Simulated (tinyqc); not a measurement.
Same peak temperature, different pulse lengths: millisecond and nanosecond annealing: surface heating, thermal budget and solid-phase regrowth. Computed by tinyqc, a small Python program. Command: `OMP_NUM_THREADS=1 python tinyqc.py 3003527 3003528 out.jsonl flash walk`. One thread of a shared host (Intel(R) Xeon(R) Processor @ 2.30GHz), about 0.01 s of CPU time with the checks.

A square pulse heats the surface of a thick wafer with constant thermal properties; losses by radiation are neglected and silicon melts at 1414 C.

Inputs (values chosen for the exercise, modelled on hot silicon with boron): incident fluence = 9.17 J/cm^2; pulse length t_p = 0.0003 s; reflectance R = 0.46; thermal conductivity k = 0.23 W/(cm K); heat capacity per volume c = 2.11 J/(cm^3 K); preheat temperature T0 = 700 C; dopant prefactor D0 = 1.12 cm^2/s; dopant activation energy E = 3.53 eV; regrowth prefactor v0 = 4e+08 cm/s; regrowth energy E_v = 2.68 eV; amorphous layer = 54 nm.

Source: scanned laser.

Constants: k_B = 8.617333262e-05 eV/K.

Method:
- Absorbed flux q = (1 - R) fluence/t_p; kappa = k/c. With f(z, t) = (2 q/k) sqrt(kappa t) ierfc(z/(2 sqrt(kappa t))), ierfc(x) = exp(-x^2)/sqrt(pi) - x erfc(x): T = T0 + f(z, t) during the pulse and T0 + f(z, t) - f(z, t - t_p) after it.
- At the surface the rise at the end of the pulse is 2 q sqrt(t_p/(pi k c)); the fluence that just melts the surface scales with (1414 - T0).
- Temperatures in kelvin are T(C) + 273.15.
- Integrate exp(-E/(k_B T(t))) at the surface from 0 to 10 t_p (Gauss-Legendre, 60 points in sqrt(t) up to t_p and 60 in sqrt(t - t_p) after it). (Dt) = D0 x integral with E; regrowth = v0 x integral with E_v; effective time = integral/exp(-E/(k_B T_peak)).
- For each t_p the flux is set so that the peak temperature stays the same: q sqrt(t_p) is fixed.

absorbed flux q = 16506 W/cm^2

kappa = 0.109005 cm^2/s

Pulses:
```
t_p (s)   fluence (J/cm^2)  q (W/cm^2)  thermal length (um)  2 sqrt(Dt) (nm)  regrowth (nm)
1.00e-07        1.6742e-01  9.0407e+05           1.0441e+00       1.9842e-03     4.6130e-02
1.00e-06        5.2943e-01  2.8589e+05           3.3016e+00       6.2747e-03     4.6130e-01
1.00e-05        1.6742e+00  9.0407e+04           1.0441e+01       1.9842e-02     4.6130e+00
1.00e-04        5.2943e+00  2.8589e+04           3.3016e+01       6.2747e-02     4.6130e+01
3.00e-04        9.1700e+00  1.6506e+04           5.7185e+01       1.0868e-01     1.3839e+02
1.00e-03        1.6742e+01  9.0407e+03           1.0441e+02       1.9842e-01     4.6130e+02
3.00e-03        2.8998e+01  5.2197e+03           1.8084e+02       3.4368e-01     1.3839e+03
1.00e-02        5.2943e+01  2.8589e+03           3.3016e+02       6.2747e-01     4.6130e+03
```

Fluence and diffusion length grow as sqrt(t_p), regrowth as t_p. The layer of 54 nm regrows from t_p = 0.0003 s on among these rows, at a diffusion length of 0.11 nm. Caution: amorphous silicon melts some 200 to 250 K below the crystal, which matters for the short pulses that reach the peak before regrowth. Caution: the shortest pulses need a source absorbed within their thermal length, and the longest also heat the back of the wafer, which the thick-wafer formula leaves out. Caution: seconds at the preheat temperature would regrow the layer before any pulse.

Extremes, crossings and ranges named in words are read from the listed rows.
